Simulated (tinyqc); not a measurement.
Raising U: Hubbard chain of 5 sites, mean field against exact. Computed by the program tinyqc. 

one-body matrix (hopping and site energies) (eV):
```
,1,2,3,4,5
1,0.0000,-1.7100,0.0000,0.0000,0.0000
2,-1.7100,0.0000,-1.7100,0.0000,0.0000
3,0.0000,-1.7100,0.0000,-1.7100,0.0000
4,0.0000,0.0000,-1.7100,0.0000,-1.7100
5,0.0000,0.0000,0.0000,-1.7100,0.0000
```

electrons, up and down: 3  2

Collinear unrestricted mean field (the lowest of 40 random starts) against exact diagonalisation.

Exact and mean-field results (eV):
```
U,U/t,E exact,E mean field,mean |n_up - n_down|,"double occupancy, exact",first gap in the sector
0.850,0.497,-8.39571,-8.35749,0.231,0.213,1.631
1.710,1.000,-7.52794,-7.37664,0.278,0.191,1.537
3.420,2.000,-6.07760,-5.55683,0.460,0.149,1.333
5.130,3.000,-4.96698,-4.16506,0.684,0.112,1.138
6.840,4.000,-4.13388,-3.25469,0.810,0.084,0.971
10.260,6.000,-3.03058,-2.23171,0.913,0.049,0.729
13.680,8.000,-2.36422,-1.68976,0.950,0.031,0.574
20.520,12.000,-1.62533,-1.13404,0.978,0.015,0.398
34.200,20.000,-0.99164,-0.68272,0.992,0.006,0.244
```

In absolute terms mean field is worst at U/t = 4.0, 0.879 eV too high: at small U it is nearly exact, and at large U it misses only exchange-scale energies. Relative to the exact energy its error is 0.5 % at the smallest U, 31 % at most and 31 % at the largest. The double occupancy falls from 0.213 to 0.006; at the largest U the first gap is 0.71 times the exchange scale 4t^2/U.
